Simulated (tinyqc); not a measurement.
Chemical-mechanical planarisation: Preston law, pattern density and step-height reduction: one step, computed by the program tinyqc. Command: `OMP_NUM_THREADS=1 python tinyqc.py 3016238 3016239 out.jsonl cmp walk`. One thread of a shared host (Intel(R) Xeon(R) Processor @ 2.30GHz), about 0.01 s of CPU time with the checks.

A row of 8 cells, repeated periodically, holds raised features that cover a share rho of each cell.

Task: State at time t. While h > h_c only raised areas polish, at R0/rho_eff, until t_c = rho_eff (h0 - h_c)/R0. After that h = h_c exp(-(t - t_c)/tau), tau = rho_eff h_c/R0; low areas polish at R0 (1 - h/h_c) and raised areas at R0 [1 + (1 - rho_eff) h/(rho_eff h_c)]. Removed from raised areas after t_c: h0 - h_c + R0 (t - t_c) + (1 - rho_eff)(h_c - h); from low areas: R0 (t - t_c) - rho_eff (h_c - h). Film left = z0 less the removal from raised areas.

Inputs (values chosen for the exercise, close to those used for oxide polishing): initial step height h0 = 720 nm; contact height h_c = 92 nm; film above the raised areas z0 = 1200 nm; polish time t = 67 s.

effective densities: [0.7630370, 0.6857625, 0.5857674, 0.6426756, 0.7280732, 0.6857625, 0.6207312, 0.6881906]

blanket rate R0 = 6.303292 nm/s

Give: Cells; range of film left across the row; largest remaining step; thinnest film left.

Result:

Cells:
```
cell  rho_eff  t_c (s)  step h (nm)  removed, raised (nm)  removed, low (nm)  film left on raised areas (nm)
1      0.7630    76.02        166.5                 553.5               0.00                           646.5
2      0.6858    68.32        104.2                 615.8               0.00                           584.2
3      0.5858    58.36         33.5                 706.7              20.19                           493.3
4      0.6427    64.03         67.0                 655.6               2.67                           544.4
5      0.7281    72.54        139.9                 580.1               0.00                           619.9
6      0.6858    68.32        104.2                 615.8               0.00                           584.2
7      0.6207    61.84         52.1                 675.6               7.72                           524.4
8      0.6882    68.56        106.3                 613.7               0.00                           586.3
```

range of film left across the row = 153.2 nm

largest remaining step = 166.5 nm

thinnest film left = 493.3 nm

3 of 8 cells have reached contact. The cell with the lowest rho_eff has lost the most film from its raised areas.
